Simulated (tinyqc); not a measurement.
# Inputs raised by 2 %, one at a time

Model: mobility of a non-polar semiconductor in the relaxation-time approximation. Computed by tinyqc, a small Python program. Command: `OMP_NUM_THREADS=1 python tinyqc.py 3014754 3014755 out.jsonl rta sens`. One thread of a shared host (Intel(R) Xeon(R) Processor @ 2.30GHz), about 0.03 s of CPU time with the checks.

Each valley is treated as a sphere of mass m_d for states and rates, with one isotropic relaxation time; the conductivity mass m_c sets the current.

Inputs (values chosen for the exercise, for a model non-polar semiconductor):
```
quantity                                            value       unit
longitudinal mass m_l                                0.37        m_0
transverse mass m_t                                  0.37        m_0
equivalent valleys Z                                    1          -
non-parabolicity alpha                               0.29       1/eV
static permittivity eps_s                            8.65          -
density rho                                          6410     kg/m^3
sound velocity v_l                                  10200        m/s
acoustic deformation potential D_A                     12         eV
phonon energy hbar w                                 70.1        meV
optical or intervalley deformation potential D_o      3.3  1e8 eV/cm
final valleys Z_f                                       1          -
carrier density n                                 4.1e+19     1/cm^3
compensation ratio C                                 0.35          -
temperature T                                         300          K
```

Band: Kane. Impurity formula: Brooks-Herring. Further scattering: none.

Constants: k_B = 8.617333262e-05 eV/K; m_0 = 9.1093837015e-31 kg; e = 1.602176634e-19 C; hbar = 1.054571817e-34 J s; eps_0 = 8.8541878128e-12 F/m; k_B = 1.380649e-23 J/K; hbar = 6.582119569e-16 eV s.

Method:
- m_d = (m_l m_t^2)^(1/3); 1/m_c = (1/m_l + 2/m_t)/3; Hall mass factor A = 3 K_m (K_m + 2)/(2 K_m + 1)^2, K_m = m_l/m_t; N_I = n (1 + C)/(1 - C).
- Kane band: hbar^2 k^2/(2 m) = E (1 + alpha E), speed v = hbar k/(m (1 + 2 alpha E)), states per spin, volume and energy g(E) = m k (1 + 2 alpha E)/(2 pi^2 hbar^2); overlap factors are set to 1. Here m = m_d. Masses are multiplied by m_0 and all formulas are in SI units.
- The reduced Fermi level eta = E_F/(k_B T) solves n = 2 Z int g f dE with f = 1/(1 + exp(x - eta)) (Z = 1 unless valleys are given); screening length L_s = sqrt(eps_s eps_0 k_B T/(e^2 dn/deta)), dn/deta = 2 Z int g f (1 - f) dE.
- Integrals over x = E/(k_B T) use 160 Gauss-Legendre points in u = sqrt(x) from 0 to sqrt(max(eta, 0) + 32).
- Phonon occupation N_q = 1/(exp(hbar w/(k_B T)) - 1).
- Acoustic deformation potential (elastic, equipartition, absorption and emission together): 1/tau = 2 pi k_B T D_A^2 g(E)/(hbar rho v_l^2).
- Optical or intervalley deformation potential: 1/tau = (pi Z_f D_o^2/(rho w)) [N_q g(E + hbar w) + (N_q + 1) g(E - hbar w)], with g = 0 below the band edge.
- Each optical term is multiplied by (1 - f(E'))/(1 - f(E)), E' the final energy, for Pauli blocking.
- Singly charged impurities, momentum relaxation: 1/tau = N_I e^4 m (1 + 2 alpha E) Phi/(8 pi (eps_s eps_0)^2 hbar^3 k^3), with alpha = 0 for a parabolic band.
- Brooks-Herring: Phi = ln(1 + b) - b/(1 + b), b = 4 k^2 L_s^2.
- mu = (m_d/m_c) (2 Z e/(3 n k_B T)) int g v^2 tau f (1 - f) dE.
- Averages over x are split at the emission threshold x_0 = hbar w/(k_B T): 64 Gauss-Legendre points in sqrt(x) below it and 128 in sqrt(x - x_0) above it, up to x = max(eta, 0) + 32.
- Rates are added at each energy before the average. With <y> = int g v^2 y f (1 - f) dE: Hall factor r_H = A (3 n k_B T/(2 Z m_d)) <tau^2/(1 + 2 alpha E)>/<tau>^2 (alpha = 0 for a parabolic band); Hall mobility r_H mu; |S| = (k_B/e) (<x tau>/<tau> - eta); resistivity 1/(n e mu).

Runs; columns: (1) input moved; (2) from; (3) to; (4) Seebeck coefficient |S| (microvolt/K); (5) resistivity (ohm cm); (6) acoustic mobility (cm^2/(V s)); (7) ionised impurity mobility (cm^2/(V s)):
```
(1)                                                               (2)        (3)    (4)       (5)   (6)    (7)
base run                                                            -          -  122.6  0.002527  1757  62.95
longitudinal mass m_l (m_0)                                      0.37     0.3774  123.2  0.002545  1735  62.51
sound velocity v_l (m/s)                                        10200      10404  122.7  0.002523  1828  62.95
acoustic deformation potential D_A (eV)                            12      12.24  122.5  0.002531  1689  62.95
phonon energy hbar w (meV)                                       70.1     71.502  122.6  0.002526  1757  62.95
optical or intervalley deformation potential D_o (1e8 eV/cm)      3.3      3.366  122.6  0.002527  1757  62.95
carrier density n (1/cm^3)                                    4.1e+19  4.182e+19  121.4  0.002495  1745  62.48
compensation ratio C                                             0.35      0.357  122.7  0.002566  1757  61.95
```

Exponents ln(y'/y) / ln(x'/x):
```
input                                             Seebeck coefficient |S|  resistivity  acoustic mobility  ionised impurity mobility
longitudinal mass m_l                                               0.232        0.370             -0.658                     -0.355
sound velocity v_l                                                  0.042       -0.080              2.000                      0.000
acoustic deformation potential D_A                                 -0.044        0.083             -2.000                      0.000
phonon energy hbar w                                                0.004       -0.005              0.000                      0.000
optical or intervalley deformation potential D_o                   -0.004        0.004              0.000                      0.000
carrier density n                                                  -0.517       -0.632             -0.347                     -0.375
compensation ratio C                                                0.019        0.774              0.000                     -0.808
```

Which inputs matter most for each result?

Among the inputs moved here: Seebeck coefficient |S| answers most in size to carrier density n (exponent -0.517), next to longitudinal mass m_l (+0.232). Resistivity answers most in size to compensation ratio C (exponent +0.774), next to carrier density n (-0.632). Acoustic mobility answers most in size to sound velocity v_l (exponent +2.000), and about equally to acoustic deformation potential D_A (-2.000); its exponent is below 0.0005 for phonon energy hbar w, optical or intervalley deformation potential D_o, compensation ratio C. Its exponent +2.000 in sound velocity v_l: the rate goes as 1/(rho v_l^2). Its exponent -2.000 in acoustic deformation potential D_A: the rate goes as D_A^2. Ionised impurity mobility answers most in size to compensation ratio C (exponent -0.808), next to carrier density n (-0.375); its exponent is below 0.0005 for sound velocity v_l, acoustic deformation potential D_A, phonon energy hbar w, optical or intervalley deformation potential D_o.

Caution (all rows): above a few 1e18 per cm^3 the Born approximation, static screening and an unperturbed band are rough; measured mobilities are usually lower.
